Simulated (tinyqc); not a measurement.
What moves the results: Fermi-Dirac statistics of conduction electrons. A value that a table varies takes the place of the one given here.

Non-parabolic band E (1 + alpha E) = c k^2/m: n = Nc (2/sqrt(pi)) integral_0^infinity sqrt(x (1 + a x)) (1 + 2 a x) dx/(1 + exp(x - eta)) with a = alpha kT and eta = (EF - Ec)/kT; a = 0 gives n = Nc F_1/2(eta).

Constants: hbar^2/2m0 = 3.80998211 eV angstrom^2; kB = 8.617333262e-05 eV/K.

Parameters, chosen for this exercise (near those of GaN, lowest valleys alone; the results hold for these values, not for the real material): m = 0.201 m0 (density-of-states mass of the conduction band); T = 300 K; alpha = 0.19 1/eV (non-parabolicity); n = 5.7e+18 1/cm^3 (electron density).

## Parabolic against non-parabolic filling

N = 2 (m kB T/(4 pi c))^(3/2) with c = hbar^2/2m0, in 1/angstrom^3; times 1e24 for 1/cm^3. k_F = (3 pi^2 n)^(1/3) and the energy E0 that solves E (1 + alpha E) = c k_F^2/m give the limit of zero temperature.

EF - Ec (meV):
```
n (1/cm^3)  parabolic  non-parabolic  non-parabolic, 0 K
2.0e+17         -61.9          -62.4                 6.2
9.0e+17         -20.2          -20.8                16.9
3.0e+18          19.2           18.4                37.5
1.0e+19          76.6           74.7                82.9
3.0e+19         171.9          165.8               169.7
1.0e+20         389.4          363.5               365.5
```

Non-parabolicity lowers EF by 0.5 meV at the lowest density and by 25.9 meV at the highest, where alpha (EF - Ec) = 0.07. Temperature lowers EF below its 0 K value by 68.6 meV at the lowest density and by 2.0 meV at the highest. EF enters the band between 9e+17 and 3e+18 1/cm^3.

## What moves the Fermi level

N = 2 (m kB T/(4 pi c))^(3/2) with c = hbar^2/2m0, in 1/angstrom^3; times 1e24 for 1/cm^3. Each row changes one parameter from the base and keeps the others.

Results:
```
case                 parabolic EF - Ec (meV)  non-parabolic EF - Ec (meV)
base                                   46.18                        44.96
m = 0.2211 m0                          39.60                        38.49
T = 275 K                              48.17                        47.04
n = 2.85e+18 1/cm^3                    17.30                        16.49
alpha = 0.285 1/eV                     46.18                        44.37
```

The largest shifts from the base row, up to three for each result and ties (the steps differ in size, so this ranks the rows, not the parameters). parabolic EF - Ec (meV): n -28.88, m -6.58, T +1.99; unchanged at the printed digits by alpha. non-parabolic EF - Ec (meV): n -28.48, m -6.47, T +2.08.

Program tinyqc; command `OMP_NUM_THREADS=1 python tinyqc.py 1651777 1651778 out.jsonl`; about 0.01 s on one thread of a shared Intel(R) Xeon(R) Processor @ 2.30GHz.
